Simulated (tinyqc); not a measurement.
What moves the results: inter-valley coupling by envelope functions against a chain of atomic planes. A value that a table varies takes the place of the one given here.

Chain: E(phi) = e0 + 2 v cos(phi) + 2 u cos(2 phi), cos(phi0) = -v/(4u), e0 = 2u + v^2/(4u); plane j = 0, 1, ... has the potential V_j = dE x_j + F (j - 30) a/4 (1 MV/m = 1e-4 V/angstrom). There are 30 barrier planes a side; with y = j - 29.5, x_j = xb (f(y) + f(Nw - y)), f(y) = 1/(1 + exp(y/L)), plus any Ge added in the well. The valley splitting is the spacing of the two lowest levels. Envelope theory: F_j solves a one-valley chain with hopping -b and diagonal 2b + V_j, b = 4u sin^2(phi0), sum F_j^2 = 1; the valleys couple by Dv = sum_j F_j^2 V_j exp(-2 i phi0 j) and split by 2|Dv|.

Parameters, chosen for this exercise (near those of the Delta valleys of silicon in a SiGe well; the results hold for these values, not for the real material):

| symbol | value | unit | meaning |
|---|---|---|---|
| a | 5.431 | angstrom | lattice constant; planes lie a/4 apart |
| u | 0.62 | eV | second-neighbour hopping |
| v | 0.746 | eV | nearest hopping |
| Nw | 56 |  | planes in the well |
| L | 1.5 | planes | interface width |
| xb | 0.3 |  | Ge fraction of the barriers |
| dE | 0.57 | eV | offset per unit Ge fraction |
| F | 2 | MV/m | field |
| xs | 0.12 |  | Ge fraction added on that plane |
| xw | 0.007 |  | mean Ge fraction of the wiggle |
| x0 | 6446 |  | start of the number sequence |
| na | 4000 |  | atoms a plane under the dot |
| js | 77 |  | plane j of a Ge spike (the well starts at j = 30) |

## Position of the spike

The spike is moved through the well; position counted from the first well plane, j - 30.

Against position:

| j - 30 | F_j^2, smooth | mean of the doublet (meV) | splitting, chain (micro-eV) | envelope | first order |
|---|---|---|---|---|---|
| 3 | 0.00521 | 13.37 | 551 | 539 | 713 |
| 7 | 0.01290 | 13.74 | 1280 | 1245 | 1765 |
| 11 | 0.02171 | 14.17 | 2149 | 2095 | 2970 |
| 17 | 0.03182 | 14.80 | 3398 | 3356 | 4353 |
| 22 | 0.03457 | 15.07 | 3936 | 3906 | 4729 |
| 28 | 0.03095 | 14.83 | 3470 | 3442 | 4235 |
| 36 | 0.01951 | 14.08 | 1962 | 1923 | 2669 |
| 45 | 0.00693 | 13.43 | 673 | 655 | 948 |
| 53 | 0.00099 | 13.15 | 109 | 107 | 135 |

What does this show?

The splitting is largest at plane 22 among these rows (3936 micro-eV), and the smooth envelope peaks at plane 22, counting all planes; without a spike it is 0.055. Where the splitting exceeds 20 micro-eV the envelope theory lies within 2.8 % of the chain and first order within 41 %.

## A periodic Ge profile (wiggle well)

periods (planes): pi/phi0 1.67432, pi/(pi - phi0) 2.48297

Added fraction xw (1 - cos(2 pi (j - 30)/p)) on the well planes; p = f times the resonant period pi/(pi - phi0). At resonance the estimate is dE xw.

Against period:

| f | p (planes) | mean of the doublet (meV) | splitting, chain (micro-eV) | envelope |
|---|---|---|---|---|
| 0.90 | 2.2347 | 17.04 | 73 | 81 |
| 0.95 | 2.3588 | 16.96 | 1259 | 1313 |
| 0.98 | 2.4333 | 17.01 | 3349 | 3403 |
| 0.99 | 2.4581 | 17.05 | 3798 | 3819 |
| 1.00 | 2.4830 | 17.07 | 3968 | 3958 |
| 1.01 | 2.5078 | 17.06 | 3845 | 3816 |
| 1.02 | 2.5326 | 17.02 | 3465 | 3431 |
| 1.05 | 2.6071 | 16.95 | 1671 | 1626 |
| 1.10 | 2.7313 | 17.02 | 194 | 182 |
| 1.50 | 3.7244 | 17.07 | 4 | 4 |
| 3.00 | 7.4489 | 17.07 | 3 | 3 |

What does this show, and why?

The splitting peaks at f = 1 with 3.97 meV, against the estimate dE xw = 3.99 meV, and is 0.84 and 0.87 of the value at f = 1 two per cent off to either side: the width of the resonance is set by the number of periods under the envelope. At f = 3 it is 3 micro-eV. The chain has one orbital a plane and knows only this resonance; longer periods that work through other bands are outside it.

## Random alloy fluctuations

A uniform fraction x is added on all planes. Each plane j then fluctuates by q sqrt(x_j (1 - x_j)/na) in Ge fraction, q = sqrt12 (z/2147483647 - 1/2) with z(new) = 16807 z mod 2147483647 from x0, restarted for each row; 24 samples. Theory: Dv is a complex Gaussian with sigma^2 = dE^2 sum F_j^4 x_j (1 - x_j)/na, and the mean splitting is sqrt(pi) sigma if the smooth part is negligible.

Splitting (micro-eV):

| x | sigma | sqrt(pi) sigma | mean of 24 | least | largest |
|---|---|---|---|---|---|
| 0.00 | 21.4 | 37.9 | 32.6 | 9.7 | 81.4 |
| 0.01 | 144.7 | 256.5 | 248.5 | 15.1 | 575.5 |
| 0.02 | 202.5 | 359.0 | 348.5 | 15.4 | 811.1 |
| 0.05 | 314.2 | 557.0 | 541.8 | 17.8 | 1259.2 |
| 0.10 | 432.1 | 765.8 | 746.0 | 22.3 | 1724.4 |

What can be read from the table?

Without added Ge the disorder sits in the barriers, where the state is small: mean 32.6 micro-eV, against 0.055 for the smooth well. With 5 % Ge in the well the mean is 542, theory 557, with a statistical error of about 11 % for 24 samples; the miss is -3 %, and since every row reuses one sequence the rows with added Ge miss alike. The spread grows with the mean: at 5 % the samples run from 18 to 1259, so small splittings remain possible. sigma falls as 1/sqrt(na) for larger dots. A chain with one orbital a plane has no Bloch-function factor, which scales all these couplings down in fuller models.

## What each parameter does

Chain with the spike on plane js. Each row changes one parameter from the base and keeps the others.

Results:

| case | level (meV) | splitting (micro-eV) |
|---|---|---|
| base | 13.339 | 483.6 |
| Nw = 62 | 13.002 | 707.0 |
| L = 2 planes | 13.807 | 471.5 |
| xb = 0.35 | 13.517 | 482.3 |
| dE = 0.627 eV | 13.467 | 516.8 |
| F = 4 MV/m | 19.287 | 242.5 |
| js = 80 | 13.227 | 259.8 |
| xs = 0.156 | 13.387 | 579.9 |

What does this show?

The largest shifts from the base row, up to three for each result and ties (the steps differ in size, so this ranks the rows, not the parameters). level (meV): F +5.948, L +0.467, Nw -0.337. splitting (micro-eV): F -241.1, js -223.8, Nw +223.4.

Run: tinyqc, `OMP_NUM_THREADS=1 python tinyqc.py 1450638 1450639 out.jsonl`; Intel(R) Xeon(R) Processor @ 2.30GHz, one thread, shared host; about 0.08 s of CPU time with all checks.
